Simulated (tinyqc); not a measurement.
Worked calculation: plane-wave Kohn-Sham cycle with exchange-only LDA in a layered model solid. One step of it, computed by the program tinyqc.

Question. Iteration 1: Hamiltonian at one k. H(m,m') = (k + G_m)^2/2 delta + V(G_m - G_m'), with V(-G) = V(G).

A solid whose potential varies along x alone (atomic units):
```
parameter,value
period a,14.900000
cross-section of the cell,28.000000
electrons per cell,2
grid points,16
"plane waves -n..n, n",3
k points,2
V1 in V1 cos(2 pi x/a),-0.160000
V2 in V2 cos(4 pi x/a),-0.030000
```

V(G_m), m = 0, 1, 2, ... (hartree): -0.166042  -0.080000  -0.015000  0.000000  0.000000  0.000000  0.000000

k = 0.250000 2 pi / a

Give: H.

Answer.

H (hartree), lower triangle:
```
,-3,-2,-1,+0,+1,+2,+3
-3,0.5063
-2,-0.0800,0.1062
-1,-0.0150,-0.0800,-0.1160
+0,0.0000,-0.0150,-0.0800,-0.1605
+1,0.0000,0.0000,-0.0150,-0.0800,-0.0271
+2,0.0000,0.0000,0.0000,-0.0150,-0.0800,0.2841
+3,0.0000,0.0000,0.0000,0.0000,-0.0150,-0.0800,0.7731
```
